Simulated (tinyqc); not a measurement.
Low-temperature mobility of a two-dimensional electron gas with static screening: one step, computed by the program tinyqc. Command: `OMP_NUM_THREADS=1 python tinyqc.py 3027684 3027685 out.jsonl twodeg walk`. One thread of a shared host (Intel(R) Xeon(R) Processor @ 2.30GHz), about 0.01 s of CPU time with the checks.

One subband is filled, the gas is degenerate and scatters at the Fermi circle; one permittivity serves on both sides of the interface. All formulas are in SI units, masses times m_0. Piezoelectric and polar phonons are left out, and n_s is taken as set by a gate, independent of N_i.

Task: The integrands at a few angles. Form factors with u = q/b: screening G(q) = [1 + 9u/8 + 3u^2/8]/(1 + u)^3, remote charge P(q) = exp(-q d)/(1 + u)^3. Dielectric function eps(q) = 1 + q_TF G(q)/q, with q = 2 k_F sin(theta/2). Roughness: <|U|^2> = (e F)^2 S(q), S = pi Delta^2 Lambda^2/(1 + q^2 Lambda^2/2)^(3/2). Remote charges: <|U|^2> = N_i [e^2 P(q)/(2 eps eps_0 q)]^2. The last two columns are (m/(pi hbar^3)) <|U|^2>/eps(q)^2.

Inputs (values chosen for the exercise, modelled on a silicon inversion layer):
```
quantity                                        value    unit
in-plane mass m                                 0.183     m_0
permittivity eps                                 11.9       -
roughness height Delta                           0.78      nm
correlation length Lambda                         1.1      nm
remote charge density N_i                     4.2e+10  1/cm^2
distance d of the charges from the interface      1.7      nm
```

Wave function: Fang-Howard. Roughness spectrum: exponential.

k_F = 0.1078142 1/nm

b = 0.8773111 1/nm

q_TF = 1.162420 1/nm

effective field F = 0.05702246 MV/cm

Constants: m_0 = 9.1093837015e-31 kg; hbar = 1.054571817e-34 J s; e = 1.602176634e-19 C; eps_0 = 8.8541878128e-12 F/m.

Give: Integrands (1e9/(s rad)).

Result:

Integrands (1e9/(s rad)):
```
theta (degrees)  q (1/nm)       G  eps(q)  roughness  remote charges
5                  0.0094  0.9802   122.1  5.853e-03           194.1
15                 0.0281  0.9428    39.9  5.471e-02           167.8
30                 0.0558  0.8918    19.6  2.273e-01           135.0
60                 0.1078  0.8079     9.7  9.164e-01            88.9
90                 0.1525  0.7462     6.7  1.911e+00            61.7
135                0.1992  0.6900     5.0  3.337e+00            41.9
180                0.2156  0.6719     4.6  3.921e+00            36.5
```
